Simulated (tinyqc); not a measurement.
## Resistance of a source-drain extension with a graded tip: effect of the depth of the extension

y runs along the channel, the gate covers y > 0. The doping is N0 for y < y0 and N0 10^(-(y - y0)/la) beyond, uniform over the depth xj. Sheet conductance s(y) = q mu(N) max(N - Nch, 0) xj + (for y > 0) ma Cox Vo, with mu(N) = u0 + (u1 - u0)/(1 + (N/Nr)^au) and Cox = eps0 eox/tox. Current is taken as one-dimensional; depletion of the tip, spreading and the contact are left out. The metallurgical junction lies at yj, where N = Nch.

R_spacer = integral of dy/s from -Ls to 0, R_ov from 0 to yj, R_channel = (Lg - 2 yj)/(ma Cox Vo), R_total = 2 R_spacer + 2 R_ov + R_channel. Electrical length L_eff = ma Cox dR_total/d(1/Vo); R_series = R_total - L_eff/(ma Cox Vo).

Values chosen for this exercise; mobility law close to that of electrons in silicon:

| symbol | value | unit | meaning |
|---|---|---|---|
| eox | 21.4 |  | relative permittivity of the gate insulator (close to hafnium oxide) |
| tox | 4.2 | nm | insulator thickness |
| N0 | 8.3e19 | cm^-3 | active doping of the extension far from the gate |
| la | 2.3 | nm/decade | lateral abruptness |
| y0 | -0.6 | nm | position under the gate where the fall begins (gate edge at 0) |
| Nch | 1.1e18 | cm^-3 | channel doping |
| Ls | 21 | nm | spacer length |
| Vo | 0.48 | V | gate overdrive |
| ma | 110 | cm^2/(V s) | mobility of the gate-induced layer |
| u1 | 1414 | cm^2/(V s) | mobility at low doping |
| u0 | 68.5 | cm^2/(V s) | mobility at high doping |
| Nr | 9.2e16 | cm^-3 | reference doping |
| au | 0.711 |  | exponent |
| Lg | 50 | nm | gate length |

Constants: q = 1.602176634e-19 C, eps0 = 8.8541878128e-14 F/cm where lengths are in cm. Results are converted to the units shown.

The same in every row: yj (nm) = 3.719; R_channel (ohm um) = 178.7.

Result of one run:
```
xj (nm),R_spacer (ohm um),R_ov (ohm um),R_total (ohm um),L_eff (nm),R_series (ohm um)
5.6,36.48,11.72,275.1,46.97,77.92
```

What becomes of these results when the depth of the extension xj is changed from 5.6 to 21 nm, all else the same?

Result of the changed run:
```
xj (nm),R_spacer (ohm um),R_ov (ohm um),R_total (ohm um),L_eff (nm),R_series (ohm um)
21,9.729,7.955,214.1,44.92,25.48
```

The whole series:
```
xj (nm),R_spacer (ohm um),R_ov (ohm um),R_total (ohm um),L_eff (nm),R_series (ohm um)
4,51.08,12.51,305.8,47.49,106.5
5.6,36.48,11.72,275.1,46.97,77.92
7.7,26.53,10.90,253.5,46.46,58.50
11,18.57,9.889,235.6,45.89,42.97
15,13.62,8.970,223.9,45.41,33.25
21,9.729,7.955,214.1,44.92,25.48
29,7.045,6.993,206.8,44.50,19.96
40,5.108,6.070,201.0,44.12,15.80
```

As xj goes from 4 to 40, R_total falls from 306 to 201 ohm um, L_eff falls from 47.5 to 44.1 nm and R_series falls from 106 to 15.8 ohm um.

Program tinyqc, `OMP_NUM_THREADS=1 python tinyqc.py 2282101 2282102 out.jsonl`; Intel Xeon 2.30GHz, shared host, one thread, about 0.03 s.
